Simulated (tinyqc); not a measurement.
Deformation-potential model of the L valleys of a conduction band, step by step. Values are carried at full precision from step to step, so a last printed digit may differ when a step is redone from the rounded ones.

s11 = (C11 + C12)/((C11 - C12)(C11 + 2 C12)), s12 = -C12/((C11 - C12)(C11 + 2 C12)), s44 = 1/C44; exx = s11 sxx + s12 (syy + szz) and cyclic, exy = s44 sxy/2; tension is positive. A uniaxial stress X along the unit vector n is s_ij = X n_i n_j.

Constants: kB = 8.617333262e-05 eV/K; hbar^2/2m0 = 3.80998211 eV angstrom^2.

Inputs chosen for the exercise (near those of Ge; not measured data):
```
symbol  value           unit  meaning
C11     127             GPa
C12     50.8            GPa
C44     63.1            GPa
load    uniaxial [110]        kind of stress
X       -1.29           GPa   stress
Xd      -5.95           eV    dilation potential
Xu      17.12           eV    uniaxial potential
T       300             K     temperature
ml      1.569           m0    longitudinal mass
mt      0.082           m0    transverse mass
```

## Strain from a uniaxial [110] stress

Form the compliances and the strain.

s11, s12, s44 (1/TPa): 10.2071  -2.9163  15.8479

strain tensor:
```
           x          y         z
x  -0.004703  -0.005111  0.000000
y  -0.005111  -0.004703  0.000000
z   0.000000   0.000000  0.003762
```

## Valley shifts

Valleys with axes along [111], [1-1-1], [-11-1] and [-1-11], one whole valley each. Herring-Vogt shift of a valley with unit axis a: dE = Xd tr(e) + Xu a.e.a. Non-degenerate shares n_i = exp(-dE_i/kT)/sum_j exp(-dE_j/kT). Inverse mass tensor of a valley: (1 - a a)/mt + a a/ml; the masses are taken as independent of strain.

Apply the Herring-Vogt formula to each valley.

Xd tr(e) = 33.58 meV

a.e.a: [111] -0.005288, [1-1-1] 0.001526, [-11-1] 0.001526, [-1-11] -0.005288

shifts dE (meV): [111] -56.96, [1-1-1] 59.71, [-11-1] 59.71, [-1-11] -56.96

The lowest valleys are [111] and [-1-11], 116.7 meV below the highest; the mean shift over all valleys is (Xd + Xu/3) tr(e) = 1.37 meV.

## Shares of the electrons

Boltzmann factors of the shifts.

kT = 25.852 meV

shares: [111] 0.4946, [1-1-1] 0.0054, [-11-1] 0.0054, [-1-11] 0.4946

effective number of valley axes, 1/(largest share) = 2.022

## Conductivity mass tensor

With one scattering time for all valleys the conductivity goes as M = sum_i n_i (inverse mass tensor of valley i); along the unit vector u, 1/m_c = u.M.u. Without stress 1/m_c = (1/ml + 2/mt)/3. Take u along [110].

M (1/m0):
```
        x       y      z
x   8.343  -3.769  0.000
y  -3.769   8.343  0.000
z   0.000   0.000  8.343
```

m_c along [110] = 0.2186 m0
m_c without stress = 0.1199 m0

The repopulation alone changes the mobility along [110] by -45.2 %; with all electrons in the valleys lightest or heaviest along this direction it would change by +46 or -46 %.

## Effective density of states

Each of the 4 whole valleys has m_d = (ml mt^2)^(1/3) and N = 2 (m_d kT/(4 pi c))^(3/2), c = hbar^2/2m0. Counted from the lowest edge, Nc = N x sum_i exp(-(dE_i - dE_min)/kT). 1 angstrom^-3 = 1e24 cm^-3.

m_d = 0.2193 m0
N of one valley = 2.577e+18 cm^-3
Nc under stress = 5.212e+18 cm^-3
Nc without stress = 1.031e+19 cm^-3

## Piezoresistance from repopulation

For small stress d(rho)/rho = pi X. For valleys on the <111> axes pi11 = pi12 = 0 and pi44 = -Xu s44/(3 kT) x (K - 1)/(2K + 1), K = ml/mt. For stress along [110]: pi_l = (pi11 + pi12 + pi44)/2 with the current along it and pi_t = (pi11 + pi12 - pi44)/2 with the current along [1-10]. 1/GPa = 100 x 1e-11/Pa.

K = 19.134

pi11, pi12, pi44 (1e-11/Pa): 0.0  0.0  -161.6

pi_l, pi_t for [110] (1e-11/Pa): -80.8  80.8

Only the transfer between valleys is counted; changes of mass and of intervalley scattering add to it in a real crystal.

## Checks

- Conductivity mass at zero stress against 3/(1/ml + 2/mt): both 0.1198677.
- Piezoresistance coefficients by finite differences against the closed form: largest difference 5.9e-09.

Program tinyqc; command `OMP_NUM_THREADS=1 python tinyqc.py 1080256 1080257 out.jsonl`; about 0.04 s on one thread of a shared Intel(R) Xeon(R) Processor @ 2.30GHz.
